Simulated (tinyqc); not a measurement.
# Trap density from the capacitance step

Inverse problem. A junction with shallow donors Nd and a deep trap has C_HF = eps0 eps_r/W and C_LF = eps0 eps_r (Nd + Nt)/(Nd W + Nt xt), xt = W - lam. Find W, xt and Nt.

Values chosen for this exercise:

| symbol | value | unit | meaning |
|---|---|---|---|
| eps_r | 15.8 |  | relative permittivity |
| Nd | 1.3e15 | cm^-3 | shallow donor density |

Constants: eps0 = 8.8541878128e-14 F/cm where lengths are in cm. Results are converted to the units shown.

C_HF = 19.407298 nF/cm^2
C_LF = 20.053684 nF/cm^2
lam = 442.75158 nm

Solution. C_HF gives W. With y = C_LF/C_HF, Nt/Nd = (y - 1)/(1 - y xt/W).

W = 720.8 nm
xt = 278.1 nm
Nt = 7.200e13 cm^-3

Program tinyqc, `OMP_NUM_THREADS=1 python tinyqc.py 2050165 2050166 out.jsonl`; Intel Xeon 2.30GHz, shared host, one thread, about 0.01 s.
